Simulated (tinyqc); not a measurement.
Inside a calculation. Model: Heisenberg magnet: exchange from energy differences, ordering vector, linear spin waves and ordering temperature. Computed by tinyqc, a small Python program that keeps every step. Command: `OMP_NUM_THREADS=1 python tinyqc.py 3028062 3028063 out.jsonl magnon walk`. One thread of a shared host (Intel(R) Xeon(R) Processor @ 2.30GHz), about 0.1 s of CPU time with the checks. Intermediate numbers are printed to about 5 digits and carried at full precision; extremes and crossings named in words are read from the listed rows.

H = -sum over pairs <ij> J_ij S_i.S_j - K sum_i (S_i^z)^2, each pair once, J > 0 ferromagnetic. First neighbours: 6 at a (1, 0, 0), second: 12 at a (1, 1, 0), with all permutations and signs.

Inputs (values chosen for the exercise, for a model magnet):

| quantity | value | unit |
|---|---|---|
| exchange J1 | -1.08 | meV |
| exchange J2 | 0.26 | meV |
| spin S | 2.5 | - |
| single-ion anisotropy K | 0.0063 | meV |
| lattice constant a | 5.24 | angstrom |
| mesh divisions n | 24 | - |
| temperature T | 69 | K |

Lattice: simple cubic. Order: Neel (nearest neighbours antiparallel).

wave vector q (2 pi/a): 0.32  0.2  0.18

Constants: h x 1 THz = 4.135667696 meV; k_B = 8.617333262e-05 eV/K.

## Energies of ordered states

J(q) = J1 g1(q) + J2 g2(q), g_s(q) = sum over shell s of cos(q.R). A classical spiral or collinear state of wave vector Q has the exchange energy -(S^2/2) J(Q) per site.

States, Q in 2 pi/a:

| Q | g1 | g2 | energy (meV/site) |
|---|---|---|---|
| G (0, 0, 0) | 6 | 12 | 10.5 |
| X (0.5, 0, 0) | 2 | -4 | 10.0 |
| M (0.5, 0.5, 0) | -2 | -4 | -3.5 |
| R (0.5, 0.5, 0.5) | -6 | 12 | -30.0 |

The lowest of these is R (0.5, 0.5, 0.5), 26.500 meV per site below M (0.5, 0.5, 0).

## Back from energy differences to J1 and J2

Subtract the first row of the table from the second and third: dE = -(S^2/2)(dg1 J1 + dg2 J2), two equations for two unknowns, as in mapping total energies onto a spin model.

coefficients:
```
     J1    J2
1  12.5  50.0
2  25.0  50.0
```

energy differences (meV/site): -0.5  -14.0

J1, J2 (meV): -1.08  0.26

## Magnon energy at q

g_s(q) = sum over shell s of cos(q.R), z1 = g1(0). A(q) = S [-J1 g1(0) + J2 (g2(0) - g2(q))] + (2S - 1) K, B(q) = S J1 g1(q), E(q) = sqrt(A^2 - B^2). The factor 2S - 1 removes the anisotropy for S = 1/2.

g1(q) = 0.61803

g2(q) = -0.72515

E(q) = 24.440 meV

frequency = 5.9095 THz

## Long waves and the gap

sum R_x^2 over the shells is s1 = 2 a^2 and s2 = 8 a^2. Without K, E = c q with c = S sqrt(z1 |J1| (|J1| s1 + J2 s2)); the gap is E(0) = sqrt(k (k + 2 S z1 |J1|)), k = (2S - 1) K.

spin-wave velocity c = 68.666 meV angstrom

gap = 0.90394 meV

Exchange enhances the gap to 35.9 times (2S - 1) K, the geometric mean of anisotropy and exchange.

## Dispersion

The formulas are those given above.

Energies (meV); X = (0.5, 0, 0), M = (0.5, 0.5, 0) in 2 pi/a:

| line | fraction of the way | E(q) | sqrt(gap^2 + c^2 q^2) |
|---|---|---|---|
| G-X | 0.10 | 4.199 | 4.215 |
| G-X | 0.25 | 10.065 | 10.332 |
| G-X | 0.50 | 18.504 | 20.604 |
| G-X | 0.75 | 24.112 | 30.889 |
| G-X | 1.00 | 26.072 | 41.178 |
| G-M | 0.10 | 5.851 | 5.892 |
| G-M | 0.25 | 13.888 | 14.583 |
| G-M | 0.50 | 23.410 | 29.124 |
| G-M | 0.75 | 26.307 | 43.675 |
| G-M | 1.00 | 26.072 | 58.227 |

At the end of the G-X rows the long-wave form is 1.58 times the true energy. At the end of the G-M rows the long-wave form is 2.23 times the true energy. It holds to 5 % in 3 of the ten rows; nearer the zone boundary the cosine flattens the band.

## Loss of moment

Mesh: q = sum_i (m_i + 1/2)/n b_i, m_i = 0..n-1, b = [[1, 0, 0], [0, 1, 0], [0, 0, 1]] in 2 pi/a; <..> is the mean over the mesh. n = 1/(exp(E/(k_B T)) - 1); zero-point loss <A/(2E) - 1/2>, thermal loss <(A/E) n>; moment = S less the losses.

zero-point loss = 0.040694

thermal loss = 0.053690

moment <S^z> = 2.4056

Zero-point motion removes 1.6 % of S. The thermal loss is 2.15 % of S. Caution: doubling the mesh changes the thermal sum by more than 3 %, so it is not fully converged.

## Ordering temperature

K left out. Mean field: k_B T = S (S + 1) J(Q)/3 at the ordering vector Q; random-phase (Tyablikov): k_B T = [S (S + 1)/3] / <1/(J(Q) - J(q))>; Curie-Weiss theta = S (S + 1) J(0)/(3 k_B).

mean-field ordering temperature = 324.93 K

random-phase ordering temperature = 249.25 K

Curie-Weiss temperature = -113.72 K

The random-phase value is 0.77 of mean field, since it weights the soft long waves (a harmonic mean of J(Q) - J(q) in place of the arithmetic one); on this mesh it lies slightly high. |theta|/T(mean field) = 0.35: below 1, as the ferromagnetic J2 helps the order.

Checks made by the program: the long-wave formula against the dispersion (relative difference 2e-06).
